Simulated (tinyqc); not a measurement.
Valence-band offset from core levels (Kraut method), with the dipole against the affinity rule: two steps of the calculation.

Binding energies are counted downwards from the Fermi level. dEv > 0 means that the valence edge of B lies below that of A, dEc > 0 that the conduction edge of B lies above that of A; dEc + dEv = EgB - EgA. The spectra are made-up values treated as data.

Inputs (values chosen for the exercise); gaps and affinities close to those of gallium arsenide (A) and silicon nitride (B): gap of the substrate A EgA = 1.42 eV; gap of the overlayer B EgB = 5.3 eV; core level of bare A cA = 91.68 eV; core level of thick B cB = 16.57 eV; valence-band maximum of thick B vB = 2.57 eV; core level of A under a thin film of B iA = 91.9 eV; core level of B in that thin film iB = 16.56 eV; background counts in the gap bg = 47.

Problem 1. Valence-band maximum of bare A. Fit a straight line to the leading edge by least squares; the maximum vA lies where it meets the background.

```
point  binding energy (eV)  counts on the leading edge
0                     0.89                         501
1                     1.01                         706
2                     1.13                         933
3                     1.25                        1126
4                     1.37                        1372
5                     1.49                        1576
```

Give: slope; intercept; vA.

Solution 1.

slope = 1801.4 counts/eV
intercept = -1108.0 counts
vA = 0.64118 eV

Problem 2. Offsets. dEv = (iB - iA) - (cB - vB) + (cA - vA), dEc = EgB - EgA - dEv.

vA = 0.64117632 eV

Find: cA - vA; cB - vB; iB - iA; dEv; dEc.

Solution 2.

cA - vA = 91.039 eV
cB - vB = 14.000 eV
iB - iA = -75.340 eV
dEv = 1.6988 eV
dEc = 2.1812 eV

The alignment is type I (straddling). Both offsets exceed 1 eV, the usual requirement for a gate dielectric. A rigid shift of all levels, by charging or doping, cancels in the differences.

Program tinyqc, `OMP_NUM_THREADS=1 python tinyqc.py 2410131 2410132 out.jsonl`; Intel Xeon 2.30GHz, shared host, one thread, about 0.01 s.
